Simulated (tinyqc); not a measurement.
Thickness from the minima: X-ray reflectivity of a thin film on silicon: critical angles, Parratt recursion, fringes and roughness. Computed by tinyqc, a small Python program. Command: `OMP_NUM_THREADS=1 python tinyqc.py 3121204 3121205 out.jsonl xrr walk`. One thread of a shared host (Intel(R) Xeon(R) Processor @ 2.30GHz), about 0.01 s of CPU time with the checks.

n = 1 - delta + i beta; the classical electron radius is r_e = 2.8179403e-6 nm. Layer 0 is vacuum, 1 the film, 2 the substrate.

Inputs (values chosen for the exercise, modelled on TiN on silicon, copper K-alpha radiation):
```
quantity,value,unit
wavelength lambda,0.15406,nm
film density rho,5.36,g/cm^3
"effective electrons per unit mass, film",0.466,mol/g
"beta/delta, film",0.071,-
film thickness d,23.3,nm
roughness of the surface sigma_1,0.85,nm
roughness of the interface sigma_2,0.11,nm
substrate density,2.33,g/cm^3
"effective electrons per unit mass, substrate",0.507,mol/g
"beta/delta, substrate",0.023,-
grazing angle theta,2.36,degrees
```

Constants: N_A = 6.02214076e+23 1/mol.

Method:
- delta = r_e lambda^2 rho_e/(2 pi), rho_e = density x electrons per mass x N_A; critical angle sqrt(2 delta), q_c = 4 sqrt(pi r_e rho_e).
- k_j = (2 pi/lambda) sqrt(sin^2 theta - 2 delta_j + 2 i beta_j); r_ij = (k_i - k_j)/(k_i + k_j) x exp(-2 k_i k_j sigma^2) (Nevot-Croce); r = (r_01 + r_12 p)/(1 + r_01 r_12 p), p = exp(2 i k_1 d); R = |r|^2.
- Far above the critical angle the period is d theta = lambda/(2 d), or 2 pi/d in q; the envelope runs between (|r_01| - |r_12 p|)^2 and (|r_01| + |r_12 p|)^2; contrast = 2 a b/(a^2 + b^2) with a = |r_01|, b = |r_12 p|; roughness factors on the amplitudes are about exp(-q^2 sigma^2/2).
- Minima of R theta^4 are located on 6001 points over 7.5 periods, from 1.15 times the larger critical angle. With refraction, sin^2(theta_m) = 2 delta + m^2 (lambda/(2 d))^2, m integer or half-integer; the first six minima are used, and the first order is the one that minimises the largest residual of the least-squares line plus the distance of its intercept from 2 delta. Without refraction, d = lambda/(2 x mean step of sin theta).

Constants:
```
layer,rho_e (1/nm^3),delta,beta,critical angle (degrees),q_c (1/nm)
film,1504.19,1.60115e-05,1.13682e-06,0.324231,0.461585
substrate,711.40,7.57263e-06,1.74170e-07,0.222977,0.317437
```

period in theta = 0.189420 degrees

Minima:
```
order m,theta (degrees),sin^2 theta
1,0.3778,4.3487e-05
2,0.5005,7.6301e-05
3,0.6558,1.3101e-04
4,0.8256,2.0761e-04
5,1.0025,3.0608e-04
6,1.1829,4.2616e-04
```

d with refraction = 23.294 nm

d without refraction = 27.415 nm

What follows from these numbers?

Against d = 23.3 nm the errors are -0.02 % with and +17.66 % without refraction. The orders are integers, as r_01 and r_12 have opposite signs for a film denser than the substrate.

Extremes, crossings and ranges named in words are read from the listed rows.
